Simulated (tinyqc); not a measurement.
Composition and strain of an epitaxial Si(1-x)Ge(x) layer from Raman and X-ray peaks: one step, computed by the program tinyqc.

A (001) layer, biaxially strained in the plane. The Raman peaks follow empirical lines omega = w0 + c1 x + c3 x^3 + b eps (c3 for Si-Ge alone), with eps the in-plane strain.

Problem. Lattice constants and strain. Relaxed lattice constant a(x) = a_Si + (a_Ge - a_Si) x - B x (1 - x). In-plane constant a_par = a_sub + R (a(x) - a_sub); eps = a_par/a(x) - 1; eps_perp = -(2 C12/C11) eps with 2 C12/C11 linear in x; a_perp = a(x) (1 + eps_perp).

Inputs (values chosen for the exercise, modelled on silicon-germanium):

| quantity | value | unit |
|---|---|---|
| Ge fraction x | 0.55 | - |
| degree of relaxation R | 0 | - |
| lattice constant of Si | 5.431 | angstrom |
| lattice constant of Ge | 5.658 | angstrom |
| bowing B | 0.03 | angstrom |
| 2 C12/C11 of Si | 0.775 | - |
| 2 C12/C11 of Ge | 0.748 | - |

Substrate: silicon.

Give: relaxed constant a(x); substrate constant a_sub; a_par; in-plane strain eps; strain along the normal; a_perp.

Solution.

relaxed constant a(x) = 5.548425 angstrom

substrate constant a_sub = 5.431 angstrom

a_par = 5.431 angstrom

in-plane strain eps = -21.164 per mille

strain along the normal = 16.088 per mille

a_perp = 5.6377 angstrom

The layer is under compression in the plane and is stretched along the normal. Caution: strains above 2 % survive only in layers a few nanometres thick, and the linear relations lose accuracy.
